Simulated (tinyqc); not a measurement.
Junctionless gate-all-around wire, depletion approximation: course of the iteration: conducting share at the source by Newton steps.

A uniformly doped n-type wire of radius R under a surrounding gate; long channel. Below flat band a shell from radius rc to R is fully depleted and the neutral core, at channel potential V (0 at the source, Vd at the drain), carries the current with constant mobility; s = (rc/R)^2 is the share of the cross-section that conducts. The edge of the depleted shell is taken as abrupt, so there is no subthreshold current.

With V = 0: f = A (1 - s + s ln s) + B (1 - s) - (Vfb - Vg); f' = A ln s - B; s(new) = s - f/f'.

Stop when s changes by less than 1e-11, or after 30 iterations. s must stay positive.

Inputs (values chosen for the exercise):
```
symbol  value  unit            meaning
Vfb      0.96     V  flat-band voltage
Vg       0.86     V       gate voltage
```

s at the start = 1
A = 0.684681 V
B = 0.227098 V

Course of the iteration:

| iteration | s | \|change\| |
|---|---|---|
| 1 | 0.559661 | 0.440 |
| 2 | 0.686289 | 0.127 |
| 3 | 0.705145 | 0.0189 |
| 4 | 0.705522 | 3.77e-4 |
| 5 | 0.705522 | 1.48e-7 |
| 6 | 0.705522 | < 1e-13 |

Did this iteration meet its convergence test, and what does its course show?

Yes. Converged in 6 iterations. At the end the number of correct digits about doubles with each step.

tinyqc, about 0.01 s, one thread, Intel Xeon 2.30GHz (shared host): `OMP_NUM_THREADS=1 python tinyqc.py 2460074 2460075 out.jsonl`
